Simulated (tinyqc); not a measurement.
Inside a calculation. Model: CMOS latch-up, two-transistor model.

Numbers from tinyqc (`OMP_NUM_THREADS=1 python tinyqc.py 2670112 2670113 out.jsonl`; about 0.09 s on one thread of a shared Intel Xeon 2.30GHz). Printed values are rounded.

A parasitic pnp (emitter at Vdd, base shunted by Rw) and npn (emitter at ground, base shunted by Rs) feed each other: the npn collector current flows out of the pnp base node, the pnp collector current into the npn base node. Forward-active transistors with constant gains: Icn = Isn exp(Vn/Vt), Icp = Isp (exp(Vp/Vt) - 1). A current Ii is injected into the npn base node.

Inputs (values chosen for the exercise); values close to those of bulk CMOS:

| symbol | value | unit | meaning |
|---|---|---|---|
| T | 300 | K | temperature |
| bn | 16.1 |  | current gain of the npn |
| bp | 5.6 |  | current gain of the pnp |
| Isn | 4.3e-15 | A | saturation current of the npn at T |
| Isp | 3.4e-16 | A | saturation current of the pnp at T |
| Rs | 860 | ohm | substrate resistance shunting the npn |
| Rw | 2800 | ohm | well resistance shunting the pnp |
| R2 | 22 | ohm | resistance from the pnp collector to the npn base |
| Von | 0.68 | V | base-emitter voltage in the on state |
| Vsat | 0.05 | V | saturation voltage |
| Vdd | 0.9 | V | supply voltage |
| Ii | 0.531 | mA | current injected into the substrate |

Constants: q = 1.602176634e-19 C, kB = 1.380649e-23 J/K, Vt = kB T/q. Results are converted to the units shown.

## Holding current and voltage

On state with both base-emitter voltages at Von: npn base current Ib = (Von/Rs + bp Von/Rw)/(bn bp - 1), holding current Ih = (bn + 1) Ib + Von/Rs, holding voltage Vh = Vsat + Von + R2 (Ib + Von/Rs).

bn bp = 90.16
Ib = 0.0241218 mA
Ih = 1.20318 mA
Vh = 0.747926 V

Vh is below Vdd = 0.9 V, so the supply can sustain a latched state.

## The off branch

```
point,Vn (V)
0,0.436
1,0.516
2,0.566
3,0.596
4,0.616
5,0.636
6,0.651
7,0.666
```

Node equations: Vp/Rw + Icp/bp = Icn and Vn/Rs + Icn/bn = Icp + Ii. Loop gain G = gn gp/[(1/Rw + gp/bp)(1/Rs + gn/bn)], gn = Icn/Vt, gp = (Icp + Isp)/Vt; the off state ends where G = 1, and Ii there is the trigger current. For each Vn: Icn, then Vp from the first equation, then Ii from the second.

```
point,Icn (mA),Vp (V),Icp (mA),Ii (mA),G
0,9.0771e-5,2.5416e-4,3.3591e-15,0.50698,1.1227e-13
1,0.0020040,0.0056111,8.2416e-14,0.60012,3.0374e-12
2,0.013863,0.038816,1.1860e-12,0.65900,7.4098e-11
3,0.044241,0.12388,4.0633e-11,0.69577,5.9842e-9
4,0.095899,0.26852,1.1024e-8,0.72224,3.1793e-6
5,0.20787,0.58106,0.0019629,0.75048,0.99084
6,0.37135,0.72984,0.61989,0.16015,36.131
7,0.66340,0.76247,2.1901,-1.3745,50.927
```

Ii peaks at 0.7505 mA, at Vn = 0.6360 V where G = 1; beyond it the loop feeds itself.

## Iteration 1: response to the injected current, once round the loop per iteration

Vn at the start = 0.49 V

Icn = Isn exp(Vn/Vt); Vp solves Vp/Rw + Icp/bp = Icn; Vn(new) solves Vn/Rs + (Isn/bn) exp(Vn/Vt) = Icp + Ii.

Icn = 7.33004e-4 mA
Vp = 0.00205241 V
Icp = 2.80933e-14 mA
Vn after iteration 1 = 0.456649 V

## Course of the iteration: response to the injected current, once round the loop per iteration

Stop when Vn changes by less than 1e-9 V, or after 150 iterations. Vn must stay below 1.1 V.

Course of the iteration:
```
iteration,Vn (V),|change| (V)
1,0.456649,0.0334
2,0.456649,1.78e-14
```

Converged in 2 iterations. An off state exists, since Ii is below the trigger current, the largest Ii that the node equations allow, 0.7505 mA.
